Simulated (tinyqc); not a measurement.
From results back to parameters: electrons shared among three sets of ellipsoidal valleys. Two cases, with inputs chosen for the exercise.

Problem. With Boltzmann statistics n(L)/n(Gamma) = R exp(-dE/kB T), where R = N_2/N_1 does not depend on T. Two ratios were computed from hidden R and dE.

Constants: kB = 8.617333262e-05 eV/K.

Find: dE; R.

Method. dE = kB ln(ratio_b/ratio_a)/(1/Ta - 1/Tb); then R = ratio_a exp(dE/kB Ta).

Case 1.

Values chosen (out of a larger set: masses and offsets near those of InP; mobilities are free inputs, held fixed; not measured data): Ta = 300 K; Tb = 450 K.

ratio at Ta = 1.09418e-06
ratio at Tb = 0.000335259

Solution.

dE = 0.444 eV
R = 31.5

Case 2.

Values chosen (out of a larger set: masses and offsets near those of GaAs; mobilities are free inputs, held fixed; not measured data): Ta = 300 K; Tb = 500 K.

ratio at Ta = 0.00155495
ratio at Tb = 0.0732694

Solution.

dE = 0.249 eV
R = 23.7

Computed by tinyqc, one run a case: `OMP_NUM_THREADS=1 python tinyqc.py N N+1 out.jsonl` with N = 1682554, 1682725; one thread of a shared Intel(R) Xeon(R) Processor @ 2.30GHz, about 0.01 s a run at most.
